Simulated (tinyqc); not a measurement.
Gamma, L and X subbands of a thin body with non-parabolic valleys: one step. Valley groups. Four cases, with inputs chosen for the exercise.

Task: List degeneracy, edge, m_z, m_d and a.

Hard walls, flat band, c = hbar^2/2m0, energies from the bulk Gamma edge. For a valley at angle theta to the normal 1/m_z = cos^2/ml + sin^2/mt and m_d = sqrt(ml mt^2/m_z). Subband n starts at E_v + e with e (1 + a e) = c (n pi/t)^2/m_z, and its density-of-states mass is taken as m_d (1 + 2 a e), without further growth at higher in-plane energy. Groups are named by valley and degeneracy.

Constants: hbar^2/2m0 = 3.80998211 eV angstrom^2.

Give: Groups.

Case 1.

Values chosen (near those of a thin GaAs channel; not measured data):
- face = 100 (surface)
- mG = 0.0676 m0 (Gamma mass)
- aG = 0.57 1/eV (Gamma non-parabolicity)
- EL = 0.261 eV (L edge above Gamma)
- mL = (1.976, 0.077) m0 (L valleys (four, along <111>): ml, mt)
- EX = 0.48 eV (X edge above Gamma)
- mX = (1.311, 0.227) m0 (X valleys (three, along <100>): ml, mt)
- aS = 0.48 1/eV (non-parabolicity of L and X)

Result:

Groups:
```
group  g  E_v (eV)     m_z     m_d  a (1/eV)
G1     1     0.000  0.0676  0.0676      0.57
L4     4     0.261  0.1133  0.3216      0.48
X1     1     0.480  1.3110  0.2270      0.48
X2     2     0.480  0.2270  0.5455      0.48
```

Case 2.

Values chosen (near those of a thin GaAs channel; not measured data):
- face = 100 (surface)
- mG = 0.066 m0 (Gamma mass)
- aG = 0.58 1/eV (Gamma non-parabolicity)
- EL = 0.299 eV (L edge above Gamma)
- mL = (1.975, 0.074) m0 (L valleys (four, along <111>): ml, mt)
- EX = 0.49 eV (X edge above Gamma)
- mX = (1.3, 0.232) m0 (X valleys (three, along <100>): ml, mt)
- aS = 0.6 1/eV (non-parabolicity of L and X)

Result:

Groups:
```
group  g  E_v (eV)     m_z     m_d  a (1/eV)
G1     1     0.000  0.0660  0.0660      0.58
L4     4     0.299  0.1090  0.3151      0.60
X1     1     0.490  1.3000  0.2320      0.60
X2     2     0.490  0.2320  0.5492      0.60
```

Case 3.

Values chosen (near those of a thin GaSb channel; not measured data):
- face = 100 (surface)
- mG = 0.039 m0 (Gamma mass)
- aG = 1.15 1/eV (Gamma non-parabolicity)
- EL = 0.076 eV (L edge above Gamma)
- mL = (1.344, 0.1) m0 (L valleys (four, along <111>): ml, mt)
- EX = 0.361 eV (X edge above Gamma)
- mX = (1.546, 0.228) m0 (X valleys (three, along <100>): ml, mt)
- aS = 0.4 1/eV (non-parabolicity of L and X)

Result:

Groups:
```
group  g  E_v (eV)     m_z     m_d  a (1/eV)
G1     1     0.000  0.0390  0.0390      1.15
L4     4     0.076  0.1446  0.3048      0.40
X1     1     0.361  1.5460  0.2280      0.40
X2     2     0.361  0.2280  0.5937      0.40
```

Case 4.

Values chosen (near those of a thin InP channel; not measured data):
- face = 100 (surface)
- mG = 0.0804 m0 (Gamma mass)
- aG = 0.61 1/eV (Gamma non-parabolicity)
- EL = 0.652 eV (L edge above Gamma)
- mL = (1.692, 0.101) m0 (L valleys (four, along <111>): ml, mt)
- EX = 0.997 eV (X edge above Gamma)
- mX = (0.868, 0.262) m0 (X valleys (three, along <100>): ml, mt)
- aS = 0.38 1/eV (non-parabolicity of L and X)

Result:

Groups:
```
group  g  E_v (eV)     m_z     m_d  a (1/eV)
G1     1     0.000  0.0804  0.0804      0.61
L4     4     0.652  0.1471  0.3425      0.38
X1     1     0.997  0.8680  0.2620      0.38
X2     2     0.997  0.2620  0.4769      0.38
```

Computed by tinyqc, one run a case: `OMP_NUM_THREADS=1 python tinyqc.py N N+1 out.jsonl` with N = 1251844, 1251996, 1252272, 1280143; one thread of a shared Intel(R) Xeon(R) Processor @ 2.30GHz, about 0.08 s a run at most.
